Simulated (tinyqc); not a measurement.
What moves the results: thin-film optics by transfer matrices. A value that a table varies takes the place of the one given here.

Indices N = n + i k. Snell: N0 sin(theta) = N_j sin(theta_j), with Im(N_j cos theta_j) >= 0. Admittance y_j = N_j cos theta_j for s and N_j/cos theta_j for p. Phase delta_j = 2 pi N_j cos theta_j d_j/lambda. Layer matrix [[cos delta, -i sin delta/y], [-i y sin delta, cos delta]], multiplied from the top down to M. (B, C) = M (1, y_sub); r = (y0 B - C)/(y0 B + C), R = |r|^2, T = 4 Re y0 Re y_sub/|y0 B + C|^2, absorbed in the films 1 - R - T.

Ellipsometry: rho = tan(Psi) exp(i Delta) = -conj(r_p/r_s) with the r of the admittance formula, Delta in 0 to 360 degrees, so that a bare dielectric at small angles gives Delta = 180.

Parameters, chosen for this exercise (indices near those of HfO2, SiO2 on Si; the results hold for these values, not for the real material):
- lam = 193 nm (vacuum wavelength)
- n0 = 1 (ambient index)
- n = (2.751, 1.591, 0.88) (n of HfO2, SiO2, substrate)
- k = (0.605, 0, 2.911) (k in the same order)
- d = (9.5, 3.4) nm (thicknesses, top first)
- theta = 75 degrees (angle of incidence)
- pol = p (polarisation)

## Swing curve: thickness of the top film

The first entry of d takes the values listed.

Stack:
```
d_1 (nm),R,T,absorbed
9.5,0.2400,0.2289,0.5311
15.7,0.0775,0.1859,0.7366
21.9,0.0078,0.1570,0.8352
28.2,0.0294,0.1257,0.8449
34.4,0.0698,0.0944,0.8359
40.6,0.0736,0.0697,0.8566
46.8,0.0477,0.0529,0.8995
53.0,0.0207,0.0412,0.9381
59.3,0.0120,0.0323,0.9557
65.5,0.0204,0.0251,0.9545
71.7,0.0311,0.0193,0.9496
77.9,0.0337,0.0147,0.9515
84.2,0.0291,0.0113,0.9596
```

What can be read from the table?

R swings between 0.0078 and 0.2400 on these points. The period is lambda/(2 Re(N_1 cos theta_1)) = 37.3 nm, six rows. The swing shrinks from 0.2322 in the first period to 0.0357 in the second, as the film absorbs the wave that returns from below. The swing ratio (max - min)/mean is 4.36.

## Angle of incidence

Both polarisations.

Stack:
```
theta (degrees),R_s,R_p,Psi,Delta
0,0.0287,0.0287,45.00,180.00
15,0.0299,0.0243,42.04,187.78
30,0.0375,0.0140,31.46,215.46
45,0.0667,0.0099,21.04,281.88
55,0.1150,0.0260,25.42,325.01
60,0.1549,0.0474,28.94,337.10
65,0.2103,0.0841,32.30,345.07
70,0.2868,0.1442,35.34,350.39
75,0.3918,0.2400,38.05,354.00
80,0.5355,0.3908,40.51,356.54
85,0.7318,0.6273,42.79,358.42
```

How do the results move?

R_s and R_p agree at normal incidence (0.0287). R_p is lowest at 45 degrees of those listed (0.0099), where R_s = 0.0667; the top film absorbs, so there is only a pseudo-Brewster minimum. R_s rises steadily with the angle.

## Sensitivity of the reflectance

R for both polarisations. Each row changes one parameter from the base and keeps the others.

Results:
```
case,R_s,R_p,T_s
base,0.3918,0.2400,0.1410
"d = (14.5, 3.4) nm",0.6088,0.1028,0.0619
"n = (2.806, 1.591, 0.88)",0.4044,0.2305,0.1369
"k = (0.605, 0, 3.212)",0.3787,0.2600,0.1356
lam = 198 nm,0.3842,0.2480,0.1470
theta = 80 degrees,0.5355,0.3908,0.1072
```

What does this show?

The largest shifts from the base row, up to three for each result and ties (the steps differ in size, so this ranks the rows, not the parameters). R_s: d +0.2170, theta +0.1437, k -0.0130. R_p: theta +0.1508, d -0.1372, k +0.0200. T_s: d -0.0791, theta -0.0338, lam +0.0060.

Program tinyqc; command `OMP_NUM_THREADS=1 python tinyqc.py 1651928 1651929 out.jsonl`; about 0.01 s on one thread of a shared Intel(R) Xeon(R) Processor @ 2.30GHz.
